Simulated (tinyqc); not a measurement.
A ladder of methods, and size consistency: correlation methods against full CI in the sto-6g basis, for BeH2, spin multiplicity 1. Computed by the program tinyqc with PySCF. All electrons correlated; +Q is the Davidson correction (1 - c0^2) E_corr. The last columns treat two copies 100 angstrom apart as one system. FCI is the lowest singlet.

Geometry (angstrom):
```
atom       x        y       z
Be    0.0000   0.0000  0.0000
H     0.0000   1.2650  0.0550
H     0.0000  -1.2650  0.0550
```

RHF energy of one = -15.725498 hartree

Correlation energies (hartree):
```
method   E_corr of one  share of FCI (%)  E_corr of two at 100 angstrom  two minus twice one (mhartree)
MP2           -0.02197            67.414                       -0.04393                           0.000
CISD          -0.03194            98.029                       -0.06248                           1.401
CISD+Q        -0.03267           100.282                       -0.06515                           0.194
CCSD          -0.03224            98.951                       -0.06448                           0.000
CCSD(T)       -0.03242            99.515                       -0.06485                           0.000
FCI           -0.03258           100.000                              -                               -
```

What does the comparison show, and why?

MP2 recovers 67 %, CISD 98.0 % and CCSD 99.0 % of the FCI value (c0^2 = 0.977 in CISD). MP2 and coupled cluster are size consistent, so their last column vanishes; CISD loses 1.40 mhartree, since a double excitation on each copy is a quadruple of the pair, and the Davidson correction leaves +0.19.
